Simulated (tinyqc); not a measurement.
UHF in the sto-3g basis, for BeH2, spin multiplicity 1, step by step. One step of it, computed by the program tinyqc.

Question. Iteration 2: building the Fock matrix. J_ij = sum D_kl (ij|kl) with D = D(alpha) + D(beta), K_ij = sum D_kl (ik|jl) for each spin; F = H + J - K(s); E = tr D H + tr D J / 2 - 0.5 sum_s tr D(s) K(s) + E_nn.

D(alpha) after iteration 1, lower triangle:
```
            1Be 1s     1Be 2s    1Be 2px    1Be 2py   1Be 2pz      2H 1s     3H 1s
1Be 1s    1.051864
1Be 2s   -0.185551   0.673142
1Be 2px   0.023439  -0.084563   0.010638
1Be 2py   0.000000   0.000000   0.000000   0.711934
1Be 2pz  -0.030978   0.111761  -0.014060   0.000000  0.018582
2H 1s    -0.046325   0.147695  -0.018282   0.090843  0.024161   0.111688
3H 1s    -0.046325   0.147695  -0.018282  -0.090843  0.024161  -0.002436  0.111688
```

D(beta) after iteration 1, lower triangle:
```
            1Be 1s     1Be 2s    1Be 2px    1Be 2py    1Be 2pz      2H 1s     3H 1s
1Be 1s    1.051864
1Be 2s   -0.185551   0.673142
1Be 2px  -0.023439   0.084563   0.010638
1Be 2py   0.000000   0.000000   0.000000   0.711934
1Be 2pz   0.030978  -0.111761  -0.014060   0.000000   0.018582
2H 1s    -0.046325   0.147695   0.018282   0.090843  -0.024161   0.111688
3H 1s    -0.046325   0.147695   0.018282  -0.090843  -0.024161  -0.002436  0.111688
```

core Hamiltonian H = T + V (hartree), lower triangle:
```
            1Be 1s     1Be 2s    1Be 2px    1Be 2py    1Be 2pz      2H 1s      3H 1s
1Be 1s   -8.584646
1Be 2s   -2.118469  -2.787825
1Be 2px   0.000000   0.000000  -2.252388
1Be 2py   0.000000   0.000000   0.000000  -2.455134
1Be 2pz   0.000000   0.000000   0.000000   0.000000  -2.252388
2H 1s    -0.427032  -1.094733   0.000000  -1.181410   0.000000  -2.074554
3H 1s    -0.427032  -1.094733   0.000000   1.181410   0.000000  -0.074780  -2.074554
```

Two-electron integrals (ij|kl) in chemists' order, unique and non-zero (hartree):
```
(11|11) 2.298831    (21|11) 0.392036    (21|21) 0.079539    (22|11) 0.570988
(22|21) 0.143041    (22|22) 0.417683    (31|31) 0.014607    (32|31) 0.021888
(32|32) 0.092265    (33|11) 0.569578    (33|21) 0.143083    (33|22) 0.417589
(33|33) 0.449859    (41|41) 0.014607    (42|41) 0.021888    (42|42) 0.092265
(43|43) 0.024249    (44|11) 0.569578    (44|21) 0.143083    (44|22) 0.417589
(44|33) 0.401360    (44|44) 0.449859    (51|51) 0.014607    (52|51) 0.021888
(52|52) 0.092265    (53|53) 0.024249    (54|54) 0.024249    (55|11) 0.569578
(55|21) 0.143083    (55|22) 0.417589    (55|33) 0.401360    (55|44) 0.401360
(55|55) 0.449859    (61|11) 0.077037    (61|21) 0.015622    (61|22) 0.028332
(61|33) 0.028132    (61|41) 0.001382    (61|42) 0.002608    (61|44) 0.028747
(61|55) 0.028132    (61|61) 0.003218    (62|11) 0.189681    (62|21) 0.048228
(62|22) 0.153776    (62|33) 0.147912    (62|41) 0.006312    (62|42) 0.038955
(62|44) 0.165365    (62|55) 0.147912    (62|61) 0.010480    (62|62) 0.084783
(63|31) 0.004392    (63|32) 0.020646    (63|43) 0.006717    (63|63) 0.007717
(64|11) 0.204565    (64|21) 0.052642    (64|22) 0.175992    (64|33) 0.165563
(64|41) 0.010238    (64|42) 0.060564    (64|44) 0.196671    (64|55) 0.165563
(64|61) 0.011944    (64|62) 0.110289    (64|64) 0.148012    (65|51) 0.004392
(65|52) 0.020646    (65|54) 0.006717    (65|65) 0.007717    (66|11) 0.356834
(66|21) 0.092351    (66|22) 0.330209    (66|33) 0.306329    (66|41) 0.014068
(66|42) 0.112475    (66|44) 0.377703    (66|55) 0.306329    (66|61) 0.020570
(66|62) 0.231939    (66|64) 0.320128    (66|66) 0.774606    (71|11) 0.077037
(71|21) 0.015622    (71|22) 0.028332    (71|33) 0.028132    (71|41) -0.001382
(71|42) -0.002608   (71|44) 0.028747    (71|55) 0.028132    (71|61) 0.002938
(71|62) 0.008842    (71|64) 0.009311    (71|66) 0.016742    (71|71) 0.003218
(72|11) 0.189681    (72|21) 0.048228    (72|22) 0.153776    (72|33) 0.147912
(72|41) -0.006312   (72|42) -0.038955   (72|44) 0.165365    (72|55) 0.147912
(72|61) 0.008842    (72|62) 0.043607    (72|64) 0.045674    (72|66) 0.087871
(72|71) 0.010480    (72|72) 0.084783    (73|31) 0.004392    (73|32) 0.020646
(73|43) -0.006717   (73|63) 0.003119    (73|73) 0.007717    (74|11) -0.204565
(74|21) -0.052642   (74|22) -0.175992   (74|33) -0.165563   (74|41) 0.010238
(74|42) 0.060564    (74|44) -0.196671   (74|55) -0.165563   (74|61) -0.009311
(74|62) -0.045674   (74|64) -0.046275   (74|66) -0.091230   (74|71) -0.011944
(74|72) -0.110289   (74|74) 0.148012    (75|51) 0.004392    (75|52) 0.020646
(75|54) -0.006717   (75|65) 0.003119    (75|75) 0.007717    (76|11) 0.012647
(76|21) 0.003130    (76|22) 0.008855    (76|33) 0.008725    (76|44) 0.009110
(76|55) 0.008725    (76|61) 0.000622    (76|62) 0.003345    (76|64) 0.003886
(76|66) 0.007371    (76|71) 0.000622    (76|72) 0.003345    (76|74) -0.003886
(76|76) 0.000191    (77|11) 0.356834    (77|21) 0.092351    (77|22) 0.330209
(77|33) 0.306329    (77|41) -0.014068   (77|42) -0.112475   (77|44) 0.377703
(77|55) 0.306329    (77|61) 0.016742    (77|62) 0.087871    (77|64) 0.091230
(77|66) 0.179369    (77|71) 0.020570    (77|72) 0.231939    (77|74) -0.320128
(77|76) 0.007371    (77|77) 0.774606
```

nuclear repulsion = 3.04949579 hartree

Give: Coulomb J; exchange K(alpha); exchange K(beta); F(alpha); F(beta); total energy of this density.

Answer.

Coulomb J (hartree), lower triangle:
```
         1Be 1s  1Be 2s  1Be 2px  1Be 2py  1Be 2pz   2H 1s   3H 1s
1Be 1s   6.6617
1Be 2s   1.3011  2.7229
1Be 2px  0.0000  0.0000   2.6716
1Be 2py  0.0000  0.0000   0.0000   2.8145
1Be 2pz  0.0000  0.0000  -0.0014   0.0000   2.6724
2H 1s    0.2575  1.0147   0.0000   1.1686   0.0000  2.2269
3H 1s    0.2575  1.0147   0.0000  -1.1686   0.0000  0.0595  2.2269
```

exchange K(alpha) (hartree), lower triangle:
```
          1Be 1s   1Be 2s  1Be 2px  1Be 2py  1Be 2pz   2H 1s   3H 1s
1Be 1s    2.3331
1Be 2s    0.4117   0.4949
1Be 2px  -0.0014  -0.0454   0.1074
1Be 2py   0.0000   0.0000   0.0000   0.5290
1Be 2pz   0.0019   0.0600  -0.0060   0.0000   0.1108
2H 1s     0.0862   0.2553  -0.0194   0.2783   0.0257  0.3737
3H 1s     0.0862   0.2553  -0.0194  -0.2783   0.0257  0.0070  0.3737
```

exchange K(beta) (hartree), lower triangle:
```
          1Be 1s   1Be 2s  1Be 2px  1Be 2py  1Be 2pz   2H 1s   3H 1s
1Be 1s    2.3331
1Be 2s    0.4117   0.4949
1Be 2px   0.0014   0.0454   0.1074
1Be 2py   0.0000   0.0000   0.0000   0.5290
1Be 2pz  -0.0019  -0.0600  -0.0060   0.0000   0.1108
2H 1s     0.0862   0.2553   0.0194   0.2783  -0.0257  0.3737
3H 1s     0.0862   0.2553   0.0194  -0.2783  -0.0257  0.0070  0.3737
```

F(alpha) (hartree), lower triangle:
```
          1Be 1s   1Be 2s  1Be 2px  1Be 2py  1Be 2pz    2H 1s    3H 1s
1Be 1s   -4.2561
1Be 2s   -1.2291  -0.5599
1Be 2px   0.0014   0.0454   0.3119
1Be 2py   0.0000   0.0000   0.0000  -0.1696
1Be 2pz  -0.0019  -0.0600   0.0046   0.0000   0.3093
2H 1s    -0.2557  -0.3353   0.0194  -0.2911  -0.0257  -0.2213
3H 1s    -0.2557  -0.3353   0.0194   0.2911  -0.0257  -0.0222  -0.2213
```

F(beta) (hartree), lower triangle:
```
          1Be 1s   1Be 2s  1Be 2px  1Be 2py  1Be 2pz    2H 1s    3H 1s
1Be 1s   -4.2561
1Be 2s   -1.2291  -0.5599
1Be 2px  -0.0014  -0.0454   0.3119
1Be 2py   0.0000   0.0000   0.0000  -0.1696
1Be 2pz   0.0019   0.0600   0.0046   0.0000   0.3093
2H 1s    -0.2557  -0.3353  -0.0194  -0.2911   0.0257  -0.2213
3H 1s    -0.2557  -0.3353  -0.0194   0.2911   0.0257  -0.0222  -0.2213
```

total energy of this density = -15.184450 hartree

This density is a damped mixture and is not idempotent.
